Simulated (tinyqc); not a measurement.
What moves the results: gated graphene: carriers, quantum capacitance and optical conductivity. A value that a table varies takes the place of the one given here.

Cones E = +/- hv |k|, four flavours, D(E) = 2|E|/(pi hv^2). n = (2/pi)(kT/hv)^2 F_1(mu/kT), p = (2/pi)(kT/hv)^2 F_1(-mu/kT), in 1/angstrom^2 (1e16 for 1/cm^2); F_1(eta) = integral_0^infinity x dx/(1 + exp(x - eta)). Cq/e^2 = d(n - p)/d mu = (2 kT/(pi hv^2)) ln(2 + 2 cosh(mu/kT)).

Gate: V = mu/e + e (n - p)/Cox with Cox/e^2 = k/(4 pi e2 t), t in angstrom, e2 = e^2/(4 pi eps0); 1/(eV angstrom^2) in C/e^2 equals 1602.176634 microfarad/cm^2; total 1/C = 1/Cox + 1/Cq.

Conductivity over sigma0 = e^2/(4 hbar): interband Re = sinh(E/2kT)/(cosh(mu/kT) + cosh(E/2kT)); intraband Re = (8 kT/pi) ln(2 cosh(mu/2kT)) Gm/(E^2 + Gm^2). A free sheet absorbs about pi alpha_f Re(sigma/sigma0), alpha_f the fine-structure constant (alpha among the constants).

Constants: kB = 8.617333262e-05 eV/K; e^2/(4 pi eps0) = 14.39964547 eV angstrom; fine-structure constant alpha = 0.007297352564.

Inputs chosen for the exercise (Fermi velocity near that of graphene, gate dielectric near hBN; not measured data):
- hv = 7.01 eV angstrom (hbar vF)
- T = 77 K
- k = 3.54 (dielectric constant of the gate layer)
- t = 10 nm (its thickness)
- Gm = 10 meV (intraband damping)
- V = -1.29 V (gate voltage from the neutrality point)

## Gate sweep

Results:
```
V (V)  mu (eV)  n - p (1/cm^2)  n + p (1/cm^2)  Cq (microfarad/cm^2)  C/Cox  Cox V/e (1/cm^2)
0       0.0000               0        9.38e+09                 0.191  0.379                 0
0.039   0.0205        3.61e+10        3.67e+10                 0.438  0.583          7.63e+10
0.10    0.0406        1.16e+11        1.16e+11                 0.844  0.729          1.96e+11
0.26    0.0740        3.64e+11        3.64e+11                  1.54  0.830          5.09e+11
0.52    0.1105        8.01e+11        8.01e+11                  2.29  0.880          1.02e+12
0.90    0.1500        1.47e+12        1.47e+12                  3.11  0.909          1.76e+12
1.3     0.1833        2.18e+12        2.18e+12                  3.80  0.924          2.54e+12
1.9     0.2246        3.28e+12        3.28e+12                  4.66  0.937          3.72e+12
2.8     0.2758        4.94e+12        4.94e+12                  5.73  0.948          5.48e+12
```

At neutrality n + p = 9.38e+09 1/cm^2 of thermal carriers remain and C/Cox = 0.379; at the last row C/Cox = 0.948 and the plain capacitor rule overstates n - p by 10.9 %. Between the last two rows mu goes as V^0.53; for |mu| well above kT the limits are 1/2 where Cox is small against Cq and 1 where it is large.

## Absorption spectrum

mu = -0.18249 eV

Results:
```
E (eV)  interband  intraband  absorption (%)
0.036      0.0000     1.6644           3.816
0.073      0.0000     0.4280           0.981
0.128      0.0000     0.1410           0.323
0.182      0.0000     0.0699           0.160
0.255      0.0003     0.0357           0.082
0.310      0.0156     0.0242           0.091
0.365      0.5003     0.0174           1.187
0.420      0.9844     0.0132           2.287
0.474      0.9997     0.0103           2.316
0.584      1.0000     0.0068           2.308
0.730      1.0000     0.0044           2.303
1.095      1.0000     0.0019           2.297
```

The edge lies at 2|mu| = 0.365 eV and, for |mu| above about 3 kT (here 27.5), rises from 10 % to 90 % over about 8.8 kT = 0.058 eV. The absorption is lowest, 0.082 %, at 0.255 eV of those listed, between the Drude tail and the edge; at the last row it is 2.297 % against pi alpha_f = 2.293 %. The thin-sheet formula fails where the absorption is large, and trigonal warping matters above about 1.5 eV.

## What moves the Fermi level

All results formed anew. Each row changes one parameter from the base and keeps the others.

Results:
```
case                   mu (eV)  n - p (1/cm^2)   C/Cox
base                   -0.1825      -2.167e+12  0.9236
V = -1.677 V           -0.2101      -2.870e+12  0.9330
t = 7 nm               -0.2150      -3.004e+12  0.9088
k = 4.25               -0.1986      -2.563e+12  0.9163
hv = 7.71 eV angstrom  -0.1993      -2.134e+12  0.9160
T = 177 K              -0.1809      -2.170e+12  0.9230
```

The largest shifts from the base row, up to three for each result and ties (the steps differ in size, so this ranks the rows, not the parameters). mu (eV): t -0.0325, V -0.0276, hv -0.0168. n - p (1/cm^2): t -8.38e+11, V -7.03e+11, k -3.97e+11. C/Cox: t -0.0148, V +0.0094, hv -0.0076.

tinyqc: `OMP_NUM_THREADS=1 python tinyqc.py 1650658 1650659 out.jsonl`; about 0.01 s, one thread, shared Intel(R) Xeon(R) Processor @ 2.30GHz.
